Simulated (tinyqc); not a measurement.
# A chain with uneven site energies and dephasing by Buettiker voltage probes: two studies

Sites 1 to 3 form a chain with hopping -t. Lead L joins site 1 and lead R site 3, both semi-infinite chains with hopping -t and site energy 0. Every site carries a probe with self-energy -i Gamma_p/2 that draws no net current. Linear response at zero temperature: mu_L = 1, mu_R = 0 in units of the bias.

Values chosen for this exercise:
- t = 1 eV (hopping (matrix element -t))
- U = [0.37, -1.04, -0.88] eV (site energies 1 to N)
- E = -1.26 eV (Fermi energy)
- gp = 0.92 eV (probe broadening Gamma_p)

Constants: q = 1.602176634e-19 C, h = 6.62607015e-34 J s. Results are converted to the units shown.

Each table varies one quantity; the others keep the values above.

## Effect of the dephasing strength

Sigma = t^2 g(E), g(x) = (x - i sqrt(4 t^2 - x^2))/(2 t^2) for |x| < 2 t and (x - sign(x) sqrt(x^2 - 4 t^2))/(2 t^2) otherwise; Gamma = -2 Im Sigma; G = (E - H - Sigma_L - Sigma_R + i Gamma_p/2)^(-1). With Gamma the broadening by one lead, T_RL = Gamma^2 |G_(3,1)|^2, T_pL = Gamma Gamma_p |G_(p,1)|^2, T_pR = Gamma Gamma_p |G_(p,3)|^2, T_pq = Gamma_p^2 |G_(p,q)|^2 for p != q. No current into probe p: W mu = T_pL with W_pp = T_pL + T_pR + sum_q T_pq and W_pq = -T_pq. Then T_eff = T_RL + sum_p T_pR mu_p, and the resistance is (h/2q^2)/T_eff. Without probes means Gamma_p = 0.

Effect of the dephasing strength:

| gp (eV) | T_RL | through probes | T_eff | resistance (kohm) |
|---|---|---|---|---|
| 0.011 | 0.8144 | 0.008102 | 0.8225 | 15.69 |
| 0.021 | 0.8014 | 0.01533 | 0.8167 | 15.80 |
| 0.039 | 0.7785 | 0.02804 | 0.8065 | 16.00 |
| 0.075 | 0.7348 | 0.05226 | 0.7870 | 16.40 |
| 0.14 | 0.6623 | 0.09209 | 0.7544 | 17.11 |
| 0.27 | 0.5392 | 0.1580 | 0.6972 | 18.51 |
| 0.51 | 0.3715 | 0.2404 | 0.6120 | 21.09 |
| 0.98 | 0.1843 | 0.3074 | 0.4918 | 26.24 |
| 1.9 | 0.05227 | 0.2927 | 0.3450 | 37.41 |
| 3.5 | 0.008193 | 0.1995 | 0.2077 | 62.15 |

Without probes the transmission is 0.829. T_eff falls from 0.823 to 0.208; the direct part falls from 0.814 to 0.00819 and the part through probes goes from 0.00810 through a maximum of 0.307 (at gp = 0.98 eV among the rows listed) to 0.199. At this energy dephasing lowers T_eff from the start: the probes give back less than the direct part loses.

## Coherent and dephased transmission against energy

Same model as above.

Result of one run:

| E (eV) | T without probes | T_eff |
|---|---|---|
| -1.8 | 0.34545 | 0.33225 |

What becomes of these results when the Fermi energy E is changed from -1.8 to 0.3 eV, all else the same?

Result of the changed run:

| E (eV) | T without probes | T_eff |
|---|---|---|
| 0.3 | 0.58437 | 0.39763 |

The whole series:

| E (eV) | T without probes | T_eff |
|---|---|---|
| -1.8 | 0.34545 | 0.33225 |
| -1.5 | 0.66618 | 0.45512 |
| -1.2 | 0.85796 | 0.51302 |
| -0.9 | 0.93303 | 0.53407 |
| -0.6 | 0.90608 | 0.52584 |
| -0.3 | 0.81451 | 0.49544 |
| 0 | 0.69849 | 0.45038 |
| 0.3 | 0.58437 | 0.39763 |
| 0.6 | 0.48370 | 0.34309 |
| 0.9 | 0.39886 | 0.29079 |
| 1.2 | 0.32762 | 0.24252 |
| 1.5 | 0.26454 | 0.19759 |
| 1.8 | 0.19093 | 0.14911 |

Without probes T lies between 0.191 and 0.933 in these rows, with them between 0.149 and 0.534. The probes lower it in 13 rows and raise it in 0.

Computed by the program tinyqc: `OMP_NUM_THREADS=1 python tinyqc.py 2700010 2700011 out.jsonl`, one thread of a shared Intel Xeon 2.30GHz, about 0.01 s for the whole run.
